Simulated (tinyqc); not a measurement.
Longitudinal sound in a periodic multilayer: transfer matrices, stop bands and folded phonons: one step, computed by the program tinyqc.

Layers 1 and 2 repeat with period d = d_1 + d_2; waves travel normal to the layers, without loss. State vector (u, s): displacement u and stress divided by omega. Impedances Z = rho v are in 1e6 kg/(m^2 s).

Problem. Impedances, mean velocity and Bragg frequency. Z = rho v; interface reflection r = (Z_2 - Z_1)/(Z_2 + Z_1) (stress amplitude, from 1 into 2); Bragg frequency f_B = 1/[2 (d_1/v_1 + d_2/v_2)]; long-wave velocity v_eff = d/sqrt[(d_1/v_1)^2 + (d_2/v_2)^2 + (Z_1/Z_2 + Z_2/Z_1)(d_1/v_1)(d_2/v_2)].

Inputs (values chosen for the exercise, modelled on silica (layer 1), titanium nitride (layer 2) and gallium arsenide (substrate)): density rho_1 = 2.21 g/cm^3; velocity v_1 = 6020 m/s; thickness d_1 = 18.6 nm; density rho_2 = 5.33 g/cm^3; velocity v_2 = 10200 m/s; thickness d_2 = 32.1 nm; substrate density = 5.3 g/cm^3; substrate velocity = 4660 m/s.

Give: Z_1; Z_2; Z of the substrate; interface reflection r; Bragg frequency f_B; long-wave velocity v_eff.

Solution.

Z_1 = 13.3042

Z_2 = 54.366

Z of the substrate = 24.698

interface reflection r = 0.60679

Bragg frequency f_B = 80.170 GHz

long-wave velocity v_eff = 6461.7 m/s
